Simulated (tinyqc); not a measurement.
Classical nucleation, growth and JMAK kinetics of crystallisation from a melt or glass: one step, computed by the program tinyqc. Command: `OMP_NUM_THREADS=1 python tinyqc.py 3004007 3004008 out.jsonl nucl walk`. One thread of a shared host (Intel(R) Xeon(R) Processor @ 2.30GHz), about 0.01 s of CPU time with the checks.

A spherical nucleus cap on a flat wall with a sharp interface of isotropic energy gamma; lambda = Omega^(1/3) is the jump distance.

Question. Fraction transformed and grain size. JMAK with steady nucleation and growth, nuclei spread at random: extended fraction X_e = (pi/3) I u^3 t^4, X = 1 - exp(-X_e); t_X = [-3 ln(1 - X)/(pi I u^3)]^(1/4); final grains per volume = Gamma(5/4) (3/pi)^(1/4) (I/u)^(3/4), Gamma(5/4) = 0.9064024771. Grain size = (grains per volume)^(-1/3).

Inputs (values chosen for the exercise, for a model substance): temperature T = 1265 K; wall area per volume S_v = 2.2e+06 1/m; time t = 54 s.

Nucleation: on a flat wall. Driving force: Turnbull (linear).

nucleation rate I = 2.325316e+21 1/(m^3 s)

growth velocity u = 8.136788e-08 m/s

Give: extended fraction; fraction X at t; half time t_0.5; grains per volume; grain size.

Answer.

extended fraction = 1.115e+07

fraction X at t = 1

half time t_0.5 = 0.8526 s

grains per volume = 1.969e+21 1/m^3

grain size = 0.07978 micrometre

t is 63 half times: the change is complete. Caution: grains come out smaller than the spacing of the walls, so nuclei are not spread at random as JMAK assumes.
